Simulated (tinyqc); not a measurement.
Worked calculation: electrons shared among three sets of ellipsoidal valleys. Values are carried at full precision from step to step, so a last printed digit may differ when a step is redone from the rounded ones.

Constants: hbar^2/2m0 = 3.80998211 eV angstrom^2; kB = 8.617333262e-05 eV/K.

Inputs chosen for the exercise (masses and offsets near those of InP; mobilities are free inputs, held fixed; the results hold for these values, not for the real material): ml = (0.076, 1.862, 1.35) m0 (longitudinal masses of Gamma, L, X); mt = (0.076, 0.1328, 0.2689) m0 (transverse masses); M = (1, 4, 3) (valleys in each set); T = 77 K; dE = (0, 0.634, 0.93) eV (edges of Gamma, L, X above the first); n = 6.5e+16 1/cm^3 (total electron density); mu = (4900, 580, 200) cm^2/(V s) (mobility of each set).

## Masses of each set

One valley: m_d = (ml mt^2)^(1/3). Whole set: m_de = M^(2/3) m_d. Mean over three axes: 1/m_c = (1/ml + 2/mt)/3. Anisotropy K = ml/mt.

m_d, m_de, m_c (m0) and K of each set:
```
set       m_d    m_de     m_c      K
Gamma  0.0760  0.0760  0.0760   1.00
L      0.3202  0.8069  0.1923  14.02
X      0.4604  0.9578  0.3668   5.02
```

m_de/m_c is 1.00 for Gamma, 4.20 for L, 2.61 for X: many anisotropic valleys give many states at a light conductivity mass. m_c is the mean over three axes; a set that holds only some of the equivalent valleys conducts with a mass that depends on direction.

## Effective densities of states

N_i = M_i times N = 2 (m kB T/(4 pi c))^(3/2) with c = hbar^2/2m0, in 1/angstrom^3; times 1e24 for 1/cm^3, with m = (ml mt^2)^(1/3).

kT = 0.006635 eV

N_i (1/cm^3): Gamma 6.8367e+16, L 2.3652e+18, X 3.0585e+18

## Fermi level and populations

F_j(eta) = (1/Gamma(j + 1)) integral_0^infinity x^j dx/(1 + exp(x - eta)), which tends to exp(eta) for eta << 0.

Solve n = sum_i N_i F_1/2((EF - dE_i)/kT), energies from the edge of the first set.

EF = 0.0019 eV

eta_i: Gamma 0.28, L -95.27, X -139.88

n_i (1/cm^3): Gamma 6.50e+16, L 9.99e-24, X 5.47e-43

shares: Gamma 1.0000, L 0.0000, X 0.0000

Gamma holds most electrons (100.0 %). Boltzmann weights N_i exp(-dE_i/kT) would give L a share of 0.0000.

## Drift and Hall mobility of the mixture

With f_i the shares, mu_drift = sum f_i mu_i; low-field Hall mobility mu_H = sum f_i mu_i^2/mu_drift (scattering and anisotropy factors set to 1); the Hall density is n mu_drift/mu_H; rho = 1/(e n mu_drift), e = 1.602176634e-19 C.

mu_drift = 4900 cm^2/(V s)
mu_H = 4900 cm^2/(V s)
Hall density = 6.50e+16 1/cm^3
rho = 0.0196 ohm cm

A Hall measurement would read 100.0 % of the true density.

## Checks

- Share of L at n = 1e10 1/cm^3 against the Boltzmann weight: both 1.103e-40.

Computed by tinyqc, a small Python program: `OMP_NUM_THREADS=1 python tinyqc.py 1680522 1680523 out.jsonl` (the numbers bound the seed that draws the inputs); one thread of a shared host (Intel(R) Xeon(R) Processor @ 2.30GHz), about 0.02 s for the whole set of steps.
